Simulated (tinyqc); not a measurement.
Thickness of the film: ellipsoidal valleys in the axes of a wafer and a channel.

Valleys with axes a along x, y and z, two valleys each; inverse mass tensor w = 1/mt + (1/ml - 1/mt) a a. Device axes: z = nz/|nz|, x = nx/|nx|, y = z cross x; in them a = (ax, ay, az). Confinement mass mz = 1/w_zz. In the plane w_ij is replaced by u_ij = w_ij - w_iz w_jz/w_zz (i, j = x, y); density-of-states mass md = 1/sqrt(det u); conductivity mass along x mc = 1/u_xx; ballistic transport mass mx = u_yy/det u, width mass my = 1/u_yy.

Hard walls: E_n = c (n pi/t)^2/mz, c = hbar^2/2m0, n = 1, 2, 3. Non-degenerate share of a valley proportional to md sum_n exp(-E_n/kT); mean 1/mc = sum of share/mc. 1 nm = 10 angstrom.

Constants: hbar^2/2m0 = 3.80998211 eV angstrom^2; kB = 8.617333262e-05 eV/K.

Values chosen for the exercise (near those of the Delta valleys of Si; the results hold for these values, not for the real material): ml = 0.936 m0 (longitudinal mass); mt = 0.195 m0 (transverse mass); nz = (0, 0, 1) (surface normal (confinement)); nx = (1, 1, 0) (channel direction); T = 300 K (temperature).

Share of the lowest ladder and mean conductivity mass.

Results:
```
t (nm)  lowest E1 (meV)  spread of E1 (meV)  share of the lowest ladder  mean mc
2.0               100.4               381.7                       1.000   0.1950
3.0                44.6               169.6                       0.994   0.1955
4.0                25.1                95.4                       0.906   0.2025
5.0                16.1                61.1                       0.738   0.2176
10.0                4.0                15.3                       0.416   0.2537
14.0                2.0                 7.8                       0.344   0.2635
```

Give the missing row, t (nm) = 7.0.

Computed row:
```
t (nm)  lowest E1 (meV)  spread of E1 (meV)  share of the lowest ladder  mean mc
7.0                 8.2                31.2                       0.525   0.2402
```

The spread falls as 1/t^2 and passes kT = 25.9 meV between t = 7 and 10 nm; the share of the lowest ladder goes from 1.000 to 0.344 and the mean mass goes from 0.1950 to 0.2635, against 0.2649 for equal shares, the limit of a thick film (the bulk value 3/(1/ml + 2/mt) is 0.2649). Three subbands a valley become too few once E3 nears kT.

Program tinyqc; command `OMP_NUM_THREADS=1 python tinyqc.py 1880147 1880148 out.jsonl`; about 0.01 s on one thread of a shared Intel(R) Xeon(R) Processor @ 2.30GHz.
